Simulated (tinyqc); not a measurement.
Worked calculation: plane-wave Kohn-Sham cycle with exchange-only LDA in a layered model solid. One step of it, computed by the program tinyqc.

Question. Iteration 1: Hamiltonian at one k. H(m,m') = (k + G_m)^2/2 delta + V(G_m - G_m'), with V(-G) = V(G).

A solid whose potential varies along x alone (atomic units):
```
parameter                      value
period a                    7.400000
cross-section of the cell  36.000000
electrons per cell                 2
grid points                       16
plane waves -n..n, n               3
k points                           1
V1 in V1 cos(2 pi x/a)     -0.440000
V2 in V2 cos(4 pi x/a)      0.200000
```

V(G_m), m = 0, 1, 2, ... (hartree): -0.192822  -0.220000  0.100000  0.000000  0.000000  0.000000  0.000000

k = 0.000000 2 pi / a

Give: H.

Answer.

H (hartree):
```
         -3       -2       -1       +0       +1       +2       +3
-3   3.0514  -0.2200   0.1000   0.0000   0.0000   0.0000   0.0000
-2  -0.2200   1.2490  -0.2200   0.1000   0.0000   0.0000   0.0000
-1   0.1000  -0.2200   0.1676  -0.2200   0.1000   0.0000   0.0000
+0   0.0000   0.1000  -0.2200  -0.1928  -0.2200   0.1000   0.0000
+1   0.0000   0.0000   0.1000  -0.2200   0.1676  -0.2200   0.1000
+2   0.0000   0.0000   0.0000   0.1000  -0.2200   1.2490  -0.2200
+3   0.0000   0.0000   0.0000   0.0000   0.1000  -0.2200   3.0514
```
